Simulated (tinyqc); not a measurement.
Inside a calculation. Method: Luttinger-Kohn k.p, four valence bands. One step of it, computed by the program tinyqc.

Problem. Levels at k. Diagonalise the Hermitian matrix.

H(k) at k (eV), lower triangle (Hermitian):
```
                      3/2                 1/2                -1/2      -3/2
3/2              0.110644
1/2   -0.033658-0.036063i            0.124649
-1/2   0.000643-0.022949i            0.000000            0.124649
-3/2             0.000000  0.000643-0.022949i  0.033658+0.036063i  0.110644
```

Give: eigenvalues.

Solution.

eigenvalues (eV): 0.0628  0.0628  0.1725  0.1725
